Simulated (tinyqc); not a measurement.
Worked calculation: metal-induced gap states at the contact of a metal chain and a two-band chain. Values are carried at full precision from step to step, so a last printed digit may differ when a step is redone from the rounded ones.

The semiconductor alternates sites A at -Eg/2 and C at +Eg/2 with hopping -t; the gap runs from -Eg/2 to Eg/2. In the gap cosh(q a) = 1 + (Eg^2/4 - E^2)/(2 t^2) and the amplitude changes by -exp(-q a) a period. The metal has site energy 0 and hopping -tm; its end site has g_m = (E - i sqrt(4 tm^2 - E^2))/(2 tm^2). Sites 1, 2, ... count into the semiconductor, with energies e1, e2 alternating. The clean half chain has g1 = 1/(E - e1 - t^2 g2), g2 = 1/(E - e2 - t^2 g1), decaying root. With the contact G11 = 1/(1/g1 - tc^2 g_m), and the density on site j is -Im G_jj/pi = |psi_j/psi_1|^2 (-Im G11/pi), per spin, with psi_2/psi_1 = -t g2, psi_3/psi_2 = -t g1.

Constants: e^2/(4 pi eps0) = 14.39964547 eV angstrom.

Parameters, chosen for this exercise (gap and optical dielectric constant near those of GaAs; the chain itself is a model; shifted at random, so the results belong to these values and not to a real crystal):
```
symbol  value  unit      meaning
Eg      1.5    eV        gap
t       3.02   eV        hopping in the semiconductor
a       4      angstrom  period (two sites); one chain for each area a^2
E       0.1    eV        energy from mid-gap
tm      3.07   eV        hopping in the metal
tc      2.22   eV        hopping across the contact
end     A                site that touches the metal
eps     10.6             dielectric constant
```

## Decay in the gap

Form cosh(q a), l = exp(-q a), q and the decay length 1/(2q) of the density.

cosh(q a) = 1.03029
l = 0.78231
q = 0.06138 1/angstrom
xi, the decay length of the density = 8.146 angstrom

## Green functions

The decaying root is g1 = (1 - l)/(E - e1), g2 = (1 - l)/(E - e2), l = exp(-q a). Form them, g_m and G11.

g1, g2 (1/eV): 0.25611  -0.33491

g_m = 0.00531-0.32569i 1/eV
G11 = 0.22013-0.09110i 1/eV

## Density site by site

D1 = -Im G11/pi, D2 = (t g2)^2 D1, and each further period multiplies by l^2. The sum over all sites is (D1 + D2)/(1 - l^2). The Green functions stand in the order g1, g2.

density on sites 1 to 8 (1/eV): 0.02900  0.02967  0.01775  0.01816  0.01086  0.01111  0.00665  0.00680

Ds, the density per spin summed over the semiconductor = 0.15120 1/eV

The first period holds 39 % of the gap states at this energy.

## Pinning factor

Gap states per area N = 2 Ds/a^2 (two spins). Charge in them sits a distance xi from the metal, so S = 1/(1 + 4 pi e^2 N xi/eps), e^2 meaning e^2/(4 pi eps0); S is the change of the barrier per change of the metal work function.

N = 1.890e+14 1/(eV cm^2)
4 pi e^2 N xi/eps = 2.6284
S = 0.2756

Partial pinning, between the Bardeen (0) and Schottky (1) limits.

## Checks

- g1 from the closed form against decimation: both 0.256111.

(tinyqc, `OMP_NUM_THREADS=1 python tinyqc.py 1482828 1482829 out.jsonl`, Intel(R) Xeon(R) Processor @ 2.30GHz, 1 thread, shared host, about 0.01 s.)
